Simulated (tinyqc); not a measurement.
# Channel mobility from two channel lengths

Problem. Two power MOSFETs differ only in channel length: R_on = R_rest + Lc (Wp + a)/(2 mch Cox Vov), Cox = 3.9 eps0/tox. Find mch and R_rest.

Parameters, values chosen for the exercise: gate oxide thickness (eps_r 3.9) tox = 32 nm; gate overdrive Vov = 13 V; width of the p body in one cell, channels included Wp = 3.8 um; gap between neighbouring p bodies a = 2.5 um.

Constants: eps0 = 8.8541878128e-14 F/cm where lengths are in cm. Results are converted to the units shown.

R_on at Lc = 0.36 and 1.1 um (mohm cm^2): 1.6449584  2.1484841

Solution. R_on is a straight line in Lc; its slope gives mch and its intercept the rest.

mch = 33.00 cm^2/(V s)
R_rest = 1.400 mohm cm^2

Program tinyqc, `OMP_NUM_THREADS=1 python tinyqc.py 2230014 2230015 out.jsonl`; Intel Xeon 2.30GHz, shared host, one thread, about 0.01 s.
